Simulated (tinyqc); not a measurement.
Raman shift of the zone-centre optical phonon of a diamond-structure crystal under stress: one step, computed by the program tinyqc.

Axes x, y, z are the cube axes. Strain shifts the threefold optical mode and can split it; p, q and r are the phonon deformation potentials.

Task: Heating mistaken for stress. A temperature above 300 K shifts the line by (d omega/dT)(T - 300 K); divided by the shift per stress it poses as a stress; the total shift adds it to the shift of the observed line. The anti-Stokes to Stokes ratio is [(omega_L + omega_0)/(omega_L - omega_0)]^3 exp(-h c omega_0/(k_B T)) in photon counts, omega_L = 1/wavelength, resonance effects left out.

Inputs (values chosen for the exercise, modelled on silicon):
```
quantity,value,unit
unstrained frequency omega_0,520.7,1/cm
temperature coefficient d omega/dT,-0.023,1/(cm K)
local temperature T,400,K
laser wavelength,488,nm
```

Stress state: uniaxial. Axis: [110].

shift per stress = -2.323262 1/(cm GPa)

shift of the observed line = 0.6040480 1/cm

Constants: h = 6.62607015e-34 J s; c = 299792458 m/s; k_B = 1.380649e-23 J/K.

Give: thermal shift; apparent stress from heating; total shift; anti-Stokes/Stokes ratio.

Result:

thermal shift = -2.3 1/cm

apparent stress from heating = 0.9900 GPa

total shift = -1.696 1/cm

anti-Stokes/Stokes ratio = 0.1790
